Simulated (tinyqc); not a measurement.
Smearing for a one-band metal on the square lattice: one step. Occupations and energies.

With x = (E_k - mu)/sigma: Gaussian f = erfc(x)/2, s = exp(-x^2)/(2 sqrt(pi)). With weights w = points/N^d (d the dimension), mu solves 2 sum w f = ne; E = 2 sum w f E_k, S = 2 sum w s, F = E - sigma S.

Values chosen for the exercise: ne = 0.67 (electrons per cell); sigma = 0.324 eV (width).

Distinct levels:

| E_k (eV) | points |
|---|---|
| -5.160000 | 1 |
| -2.160000 | 4 |
| 0.000000 | 4 |
| 0.840000 | 2 |
| 2.160000 | 4 |
| 3.480000 | 1 |

Question. Converge mu, then list x, f and s of each level and form the sums.

Give: mu; x, f and s of each level; E; S; F; (E + F)/2.

Answer.

mu = -0.3072 eV

x, f and s of each level:

| E_k (eV) | x | f | s |
|---|---|---|---|
| -5.1600 | -14.98 | 1.0000 | 0.0000 |
| -2.1600 | -5.72 | 1.0000 | 0.0000 |
| 0.0000 | 0.95 | 0.0900 | 0.1148 |
| 0.8400 | 3.54 | 0.0000 | 0.0000 |
| 2.1600 | 7.61 | 0.0000 | 0.0000 |
| 3.4800 | 11.69 | 0.0000 | 0.0000 |

E = -1.7250 eV
S = 0.0574
F = -1.7436 eV
(E + F)/2 = -1.7343 eV

Levels with f between 0.001 and 0.999: 1. (E + F)/2 removes the term in sigma^2 for this scheme. That argument needs a smooth density of states, and the number of distinct levels within 2 sigma of mu is only 1, so it may fail on this mesh.

Program tinyqc; command `OMP_NUM_THREADS=1 python tinyqc.py 1651181 1651182 out.jsonl`; about 0.08 s on one thread of a shared Intel(R) Xeon(R) Processor @ 2.30GHz.
